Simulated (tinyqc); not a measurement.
## Short-channel transistor, virtual-source model with series resistance: effect of the apparent mobility on the on and off currents

The current per gate width is the charge at the top of the source barrier (the virtual source) times its velocity times a saturation function; al and be are fitting constants of the model. Units: I in uA/um, Rs in ohm um, so I Rs = 1e-6 I Rs in volts; Q in uC/cm^2, so I = 1e-4 Q vx0 Fsat with vx0 in cm/s.

Intrinsic voltages Vg' = Vgs - I Rs, Vd' = Vds - 2 I Rs. n = n0 + nd Vd', VT = VT0 - dl Vd', Ff = 1/(1 + exp((Vg' - VT + al Vt/2)/(al Vt))), Q = Cinv n Vt ln(1 + exp((Vg' - VT + al Vt Ff)/(n Vt))), Vdsat = (vx0 L/mu)(1 - Ff) + Vt Ff, Fsat = u/(1 + u^be)^(1/be) with u = Vd'/Vdsat, and I = Q vx0 Fsat per width. I is solved self-consistently. Ion is I at Vgs = Vds = 0.9 V, Ioff at Vgs = 0, Vds = 0.9 V, and Rlin = Vds/I at Vgs = 0.9 V, Vds = 0.05 V.

Values chosen for this exercise: temperature T = 300 K; inversion capacitance Cinv = 3.01 uF/cm^2; velocity at the virtual source vx0 = 2.32e7 cm/s; channel length L = 25 nm; threshold at zero drain voltage VT0 = 0.42 V; drain-induced barrier lowering dl = 0.069 V/V; subthreshold factor n0 = 1.14; growth of n with drain voltage nd = 0.2 1/V; threshold shift (in units of Vt) from weak to strong inversion al = 3.5; sharpness of saturation be = 1.4; series resistance of each contact Rs = 200 ohm um.

Constants: q = 1.602176634e-19 C, kB = 1.380649e-23 J/K, Vt = kB T/q. Results are converted to the units shown.

Effect of the apparent mobility on the on and off currents:
```
mu (cm^2/(V s))  Ion (uA/um)  Ioff (nA/um)  log10(Ion/Ioff)  Rlin (ohm um)
50                     900.5         85.34            4.023          754.3
85                      1063         85.78            4.093          610.2
140                     1192         86.01            4.142          528.6
240                     1301         86.15            4.179          475.5
410                     1375         86.22            4.203          444.4
700                     1422         86.26            4.217          426.1
1200                    1448         86.29            4.225          415.2
2000                    1462         86.30            4.229          409.2
```

What does the comparison show?

As mu goes from 50 to 2000 cm^2/(V s), Ion rises from 901 to 1460 uA/um, Ioff rises from 85.3 to 86.3 nA/um and Rlin falls from 754 to 409 ohm um. Ion changes by a factor of 1.62 and Ioff by 1.01.

tinyqc, about 0.01 s, one thread, Intel Xeon 2.30GHz (shared host): `OMP_NUM_THREADS=1 python tinyqc.py 2380118 2380119 out.jsonl`
